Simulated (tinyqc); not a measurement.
## Level and width from two currents at zero temperature

Inverse problem. In a resonant-tunnelling diode at zero temperature a sharp resonance at Er = E0 - alpha V between the emitter band edge and Ef carries J = K (pi/2) G Tp (Ef - Er), K = q^3 mw m0/(2 pi^2 hbar^3) (times 1e-4 for A/cm^2 per eV^2), with G its full width and Tp its peak transmission, G Tp taken as constant, and no back flow. Find G Tp and E0.

Inputs (values chosen for the exercise); masses and offsets close to those of InGaAs wells and AlAs barriers:
```
symbol  value  unit                                               meaning
mw      0.041    m0                 mass in the well, spacer and contacts
Ef       0.14    eV  Fermi energy of both contacts above their band edges
alpha    0.35                               share of the bias at the well
```

Constants: q = 1.602176634e-19 C, hbar = 1.054571817e-34 J s, m0 = 9.1093837015e-31 kg. Results are converted to the units shown.

J at V = 0.58 and 0.83 V (kA/cm^2): [675.36833, 2645.1926]

Answer. J is linear in V: the slope gives G Tp, and the onset V0, where the line meets zero, gives E0 = Ef + alpha V0.

G Tp = 21.6 meV
E0 = 0.313 eV

Numbers from tinyqc (`OMP_NUM_THREADS=1 python tinyqc.py 2600058 2600059 out.jsonl`; about 0.3 s on one thread of a shared Intel Xeon 2.30GHz).
